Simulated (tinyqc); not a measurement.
Trap density from two Hall measurements.

Problem. p-type body, charge-sheet picture, full ionisation (an idealisation for deep acceptors), Boltzmann statistics for free electrons. e = Ec - EF at the surface. psi = Eg - Vt ln(Nv/Na) - e; N_dep = sqrt(2 eps0 eps_r Na (psi - Vt)/q); n_f = sqrt(N_dep^2 + 2 eps0 eps_r Vt Nc exp(-e/Vt)/q) - N_dep; Vg = Vfb + psi + q (N_dep + n_t + n_f)/Cox, Cox = eps0 eox/tox. Find e and n_t at both points and the mean trap density between them.

Inputs (values chosen for the exercise); band and dielectric values close to those of silicon:

| symbol | value | unit | meaning |
|---|---|---|---|
| T | 400 | K | temperature |
| Eg | 1.11 | eV | band gap |
| eps_r | 11.9 |  | relative permittivity |
| Nc | 4.31e19 | cm^-3 | conduction-band density of states at T |
| Nv | 4.1e19 | cm^-3 | valence-band density of states at T |
| eox | 3.9 |  | relative permittivity of the insulator |
| tox | 59 | nm | insulator thickness |
| Na | 5.5e16 | cm^-3 | acceptor density |
| Vfb | -0.68 | V | flat-band voltage without trapped charge |

Constants: q = 1.602176634e-19 C, kB = 1.380649e-23 J/K, Vt = kB T/q, eps0 = 8.8541878128e-14 F/cm where lengths are in cm. Results are converted to the units shown.

Vg (V): [1.8807120, 2.2100045]
free sheet density from the Hall effect (cm^-2): [5.4834091e9, 3.5476581e10]

Answer. Each n_f fixes e; what the gate voltage holds beyond psi, N_dep and n_f is trapped; the difference quotient is the density, smeared over a few Vt.

e (eV): [0.273, 0.206]
n_t (cm^-2): [6.28e10, 9.20e10]
mean trap density = 4.37e11 cm^-2 eV^-1

Computed by the program tinyqc: `OMP_NUM_THREADS=1 python tinyqc.py 2222142 2222143 out.jsonl`, one thread of a shared Intel Xeon 2.30GHz, about 0.02 s for the whole run.
